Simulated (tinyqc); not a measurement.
Finite-difference solution of the diffusion equation on a small grid: one step, computed by the program tinyqc.

dC/dt = D d2C/dx2 on nodes x_j = j dx, j = 0..7; the far end is sealed.

Task: Amplification factors. The mode of M with eigenvalue mu has its amplitude multiplied per step by g = (1 + (1 - theta) r mu)/(1 - theta r mu), with theta = 0 explicit, 1 implicit, 1/2 Crank-Nicolson; the explicit scheme is stable for r up to 2/|mu_min|.

Boundary at x = 0: surface loss. Scheme: Crank-Nicolson.

operator M:
```
      0     1     2     3     4     5     6     7
0  -3.3   2.0   0.0   0.0   0.0   0.0   0.0   0.0
1   1.0  -2.0   1.0   0.0   0.0   0.0   0.0   0.0
2   0.0   1.0  -2.0   1.0   0.0   0.0   0.0   0.0
3   0.0   0.0   1.0  -2.0   1.0   0.0   0.0   0.0
4   0.0   0.0   0.0   1.0  -2.0   1.0   0.0   0.0
5   0.0   0.0   0.0   0.0   1.0  -2.0   1.0   0.0
6   0.0   0.0   0.0   0.0   0.0   1.0  -2.0   1.0
7   0.0   0.0   0.0   0.0   0.0   0.0   2.0  -2.0
```

mesh ratio r = 1.44

Give: eigenvalues mu of M; factors g; largest stable r of the explicit scheme.

Result:

eigenvalues mu of M: -4.3856  -3.9209  -3.4050  -2.6100  -1.7181  -0.9058  -0.3203  -0.0341

factors g: -0.51896  -0.47685  -0.42056  -0.30537  -0.10597  0.21051  0.62519  0.95203

largest stable r of the explicit scheme = 0.45603

The smallest factor is -0.519: the shortest waves flip sign at each step while they decay.
